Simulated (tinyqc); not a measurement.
Inversion layer as a triangular well, valleys of the Si type: one step. Effect on the gate capacitance. Five cases, with inputs chosen for the exercise.

Question. The charge sits at the mean distance <z> from the surface, which adds (3.9/eps) <z> to the oxide thickness; C/Cox = tox/(tox + 3.9 <z>/eps). The density-of-states term is left out.

Case 1.

Values chosen (out of a larger set: near those of Si; not measured data): eps = 11.7 (dielectric constant); tox = 14 angstrom (SiO2-equivalent oxide thickness).

mean distance from the surface = 28.2205 angstrom

Case 2.

Values chosen (out of a larger set: near those of Si; not measured data): eps = 11.7 (dielectric constant); tox = 12 angstrom (SiO2-equivalent oxide thickness).

mean distance from the surface = 23.6469 angstrom

Case 3.

Values chosen (out of a larger set: near those of Si; not measured data): eps = 11.6 (dielectric constant); tox = 29 angstrom (SiO2-equivalent oxide thickness).

mean distance from the surface = 25.6301 angstrom

Case 4.

Values chosen (out of a larger set: near those of Si; not measured data): eps = 11.6 (dielectric constant); tox = 14 angstrom (SiO2-equivalent oxide thickness).

mean distance from the surface = 19.9172 angstrom

Case 5.

Values chosen (out of a larger set: near those of Si; not measured data): eps = 11.8 (dielectric constant); tox = 10 angstrom (SiO2-equivalent oxide thickness).

mean distance from the surface = 28.4561 angstrom

Give: added thickness; C/Cox.

Answer.

Case 1.

added thickness = 9.41 angstrom
C/Cox = 0.598

Case 2.

added thickness = 7.88 angstrom
C/Cox = 0.604

Case 3.

added thickness = 8.62 angstrom
C/Cox = 0.771

Case 4.

added thickness = 6.70 angstrom
C/Cox = 0.676

Case 5.

added thickness = 9.40 angstrom
C/Cox = 0.515

Computed by tinyqc, one run a case: `OMP_NUM_THREADS=1 python tinyqc.py N N+1 out.jsonl` with N = 1281269, 1281365, 1281503, 1281519, 1281596; one thread of a shared Intel(R) Xeon(R) Processor @ 2.30GHz, about 0.04 s a run at most.
